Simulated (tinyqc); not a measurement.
Leakage currents through a thin dielectric: one step, computed by the program tinyqc.

Electrons leave an electrode with Fermi energy E_F above its band bottom; barriers are counted from the Fermi level, and both electrodes are alike.

Problem. Fields. Field F = V/t; equivalent oxide thickness 3.9 t/k.

Inputs (values chosen for the exercise, modelled on Si3N4): static permittivity k = 7.35; thickness t = 12 nm; voltage V = 2.5 V.

Stack: single layer.

Give: field F; equivalent oxide thickness.

Solution.

field F = 2.083 MV/cm

equivalent oxide thickness = 6.367 nm
